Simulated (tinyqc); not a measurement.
Plane-wave Kohn-Sham cycle with exchange-only LDA in a layered model solid, step by step. One step of it, computed by the program tinyqc.

Problem. Iteration 1: levels at that k. Diagonalise the Hermitian matrix.

H (hartree), lower triangle:
```
           -3         -2         -1         +0         +1         +2        +3
-3   0.803415
-2  -0.310000   0.193626
-1   0.000000  -0.310000  -0.159410
+0   0.000000   0.000000  -0.310000  -0.255693
+1   0.000000   0.000000   0.000000  -0.310000  -0.095222
+2   0.000000   0.000000   0.000000   0.000000  -0.310000   0.322002
+3   0.000000   0.000000   0.000000   0.000000   0.000000  -0.310000  0.995980
```

Give: eigenvalues.

Solution.

eigenvalues (hartree): -0.6865  -0.3219  -0.0018  0.2964  0.4410  0.9488  1.1288
